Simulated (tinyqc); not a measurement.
# Current crowding under a contact, resistor ladder against the transmission-line model: effect of the sheet resistance

A metal contact of length d and width W on a thin layer of the same width. The metal has no resistance, the sheet resistance under it equals Rsh, and current enters the layer at the front edge x = 0.

Transfer length Lt = sqrt(rc/Rsh); front resistance Rc = (Rsh Lt/W) coth(d/Lt); end resistance Re = (Rsh Lt/W)/sinh(d/Lt).

Values chosen for this exercise: specific contact resistivity rc = 4.9e-9 ohm cm^2; contact length d = 0.069 um; contact width W = 6 um.

Effect of the sheet resistance:
```
Rsh (ohm/sq)   Lt (um)    d/Lt  Rc W (ohm um)  Re W (ohm um)
7.7             0.2523  0.2735          7.278          7.014
20              0.1565  0.4408          7.556          6.877
50             0.09899  0.6970          8.216          6.557
130            0.06139   1.124          9.867          5.801
320            0.03913   1.763          13.28          4.425
820            0.02445   2.823          20.19          2.392
2100           0.01528   4.517          32.09         0.7007
5300          0.009615   7.176          50.96        0.07793
```

What does the table show?

Rc W rises from 7.28 to 51.0 ohm um while Re W falls from 7.01 to 0.0779 ohm um; for Rsh going to zero both tend to rc/d = 7.10 ohm um. A larger Rsh shortens Lt and crowds the current to the front edge. In 2 of the 8 rows Lt is below 20 nm, near the thickness of a real layer, where current spreads in depth and the line model fails.

tinyqc, about 0.01 s, one thread, Intel Xeon 2.30GHz (shared host): `OMP_NUM_THREADS=1 python tinyqc.py 2760055 2760056 out.jsonl`
